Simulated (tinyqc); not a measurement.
Worked calculation: Holstein polaron on two sites. Computed by tinyqc, a small Python program that keeps every step. Command: `OMP_NUM_THREADS=1 python tinyqc.py 3022897 3022898 out.jsonl holstein walk`. One thread of a shared host (Intel(R) Xeon(R) Processor @ 2.30GHz), about 0.01 s of CPU time with the checks. Intermediate numbers are printed to about 5 digits and carried at full precision; extremes and crossings named in words are read from the listed rows.

One electron on sites 1 and 2: H = -t (c1+ c2 + c2+ c1) + hbar omega sum_i b_i+ b_i - g hbar omega sum_i n_i (b_i + b_i+). The symmetric phonon shifts the energy by -g^2 hbar omega/2 and drops out; with b = (b_1 - b_2)/sqrt(2) there remains H = -t sigma_x + hbar omega b+ b - (g hbar omega/sqrt(2)) sigma_z (b + b+). Parity splits it into blocks p = +1 and -1 over phonon numbers n. Zero-point energies are left out. Weights Z refer to mode b alone; the displaced symmetric mode multiplies the full zero-phonon weight by exp(-g^2/2).

Inputs (values chosen for the exercise, for a model dimer):

| quantity | value | unit |
|---|---|---|
| hopping t | 19 | meV |
| phonon energy hbar omega | 147 | meV |
| coupling g | 0.411 | - |
| phonon levels kept N | 5 | - |

## Energy scales

Polaron binding energy E_p = g^2 hbar omega; ratio E_p/t (the adiabatic potential has two wells when it exceeds 1); adiabaticity hbar omega/t.

E_p = 24.831 meV

E_p/t = 1.3069

hbar omega/t = 7.7368

## The even block in a small basis

Block p: H_nn = n hbar omega - p t (-1)^n - g^2 hbar omega/2, H_(n,n+1) = -(g hbar omega/sqrt(2)) sqrt(n + 1). Take p = +1 and n = 0..N-1.

H, even block (meV), lower triangle (symmetric):
```
        1       2       3       4       5
1  -31.42
2  -42.72  153.58
3    0.00  -60.42  262.58
4    0.00    0.00  -74.00  447.58
5    0.00    0.00    0.00  -85.44  556.58
```

## Levels in the small basis

Diagonalise H; the eigenvector has its largest component positive; Z is the weight of n = 0.

levels (meV): -41.42  132.17  263.42  427.32  607.43

lowest eigenvector: 0.97258  0.22764  0.04702  0.00730  0.00104

Z in the small basis = 0.94591

## Converged results

Use 60 levels in both blocks; Z = c_0^2 is the weight of n = 0 in the ground state c; the splitting is the lowest odd level less the lowest even one, which without coupling is the smaller of 2t and hbar omega; <sigma_x> = sum (-1)^n c_n^2 measures the kinetic energy.

ground-state energy = -41.415 meV

weight Z of n = 0 in mode b = 0.94591

mean phonon number in b = 0.056408

splitting = 31.829 meV

splitting/(2t) = 0.83761

<sigma_x> = 0.89625

The small basis misses the ground-state energy by 1.31e-05 meV. Mode b stays mostly in its zero-phonon state.

## Approximations to the ground state

Second order: E = -t - E_p/2 - (E_p/2) hbar omega/(hbar omega + 2t). Lang-Firsov: E = -E_p - t exp(-g^2). Variable displacement: E(x) = -E_p/2 - t exp(-g^2 x^2) - (E_p/2)(2x - x^2), minimised over 0 <= x <= 1. Adiabatic, classical lattice: E = -E_p/2 - t for E_p < t, else -E_p - t^2/(2 E_p); it leaves out the change of zero-point energy.

Ground-state energy (meV):

| method | E | E - exact |
|---|---|---|
| second order in g | -41.281 | 0.1340 |
| Lang-Firsov | -40.878 | 0.5368 |
| variable displacement | -41.390 | 0.0252 |
| adiabatic, classical | -32.100 | 9.3147 |

best displacement x = 0.81219

Closest here is variable displacement (+0.03 meV), furthest adiabatic, classical (+9.31 meV), at hbar omega/t = 7.74 and E_p/t = 1.31. Lang-Firsov and variable displacement are variational and lie above the exact value. The Lang-Firsov narrowing exp(-g^2) = 0.845 compares with the exact splitting ratio 0.838.

Checks made by the program: 60 against 80 levels (relative difference below 1e-10); Hellmann-Feynman: dE/dt = -<sigma_x> (relative difference below 1e-10).
